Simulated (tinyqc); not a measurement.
True capacitance, leakage and series resistance from two frequencies.

Problem. A capacitance C in parallel with G and in series with Rs is measured as Cp and D = Gp/(w Cp) at two frequencies. The series reading Cs = Cp (1 + D^2) equals C + G^2/(w^2 C), and Re Z = D/(w Cp (1 + D^2)) = Rs + G/(G^2 + w^2 C^2). Find C, G and Rs.

f (Hz): [1e5, 5e5]
Cp (pF): [59.9312461, 59.9311461]
D: [0.600845729, 0.121434785]

Answer. w^2 Cs = w^2 C + G^2/C is a straight line in w^2 with slope C; the intercept gives G, and the real part then gives Rs.

C = 59.95 pF
G = 22.62 uS
Rs = 7.000 ohm

Computed by the program tinyqc: `OMP_NUM_THREADS=1 python tinyqc.py 2022190 2022191 out.jsonl`, one thread of a shared Intel Xeon 2.30GHz, about 0.01 s for the whole run.
